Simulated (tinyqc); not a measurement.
Stark shift: quantum well in an electric field by finite differences.

Finite differences on points z_i at the centres of cells of width h: H_ii = (c/h^2)(1/m_(i-1/2) + 1/m_(i+1/2)) + V_i, H_(i,i+1) = -(c/h^2)/m_(i+1/2), where m_(i+1/2) is the mean of the masses at the two points (the end values are repeated outwards), psi = 0 on the points beyond both ends, c = hbar^2/2m0. The field adds e F (z - z0) with z0 the middle of the structure; 1 kV/cm = 1e-5 eV/angstrom.

Constants: hbar^2/2m0 = 3.80998211 eV angstrom^2.

Values chosen for the exercise (out of a larger set: near those of a non-polar GaN well in AlGaN; not measured data):
- layers = ((39, 0.33, 0.226), (52, 0, 0.206), (39, 0.33, 0.226)) (each layer: thickness in angstrom, band edge in eV, mass in m0)
- hf = 0.8125 angstrom (cell width of the fine grid)
- Fs = (0, 33.3, 66.7, 100, 133, 167, 200) kV/cm (fields)

Fine grid. Perturbation theory: dE1 = e F z_11 - beta (e F)^2 with beta = sum_j z_1j^2/(E_j - E_1) over the 13 next levels at zero field, z from z0.

Levels against field:
```
F (kV/cm)  E1 (eV)  E2 (eV)  dE1 (meV)  second order (meV)  <z - z0> (angstrom)  E2 - E1 (meV)
0           0.0395   0.1533       0.00                0.00                  0.0          113.8
33.3        0.0393   0.1533      -0.15               -0.15                 -0.9          114.0
66.7        0.0389   0.1533      -0.62               -0.62                 -1.9          114.5
100         0.0381   0.1534      -1.39               -1.40                 -2.8          115.2
133         0.0371   0.1533      -2.45               -2.47                 -3.7          116.3
167         0.0357   0.1533      -3.84               -3.89                 -4.5          117.6
200         0.0340   0.1532      -5.48               -5.59                 -5.4          119.2
```

z_11 = 0.00 angstrom
beta = 1397 angstrom^2/eV

At zero field the state is centred, so the shift starts as F^2; it turns linear only if the state is pulled to one side. At 200 kV/cm E1 has moved by -5.48 meV, where second order gives -5.59 meV; they differ by 1.9 % there. The electron moves by -5.4 angstrom, against the rise of the potential. E2 - E1 grows with the field; the ends are 113.8 and 119.2 meV.

Run: tinyqc, `OMP_NUM_THREADS=1 python tinyqc.py 1282617 1282618 out.jsonl`; Intel(R) Xeon(R) Processor @ 2.30GHz, one thread, shared host; about 0.02 s of CPU time with all checks.
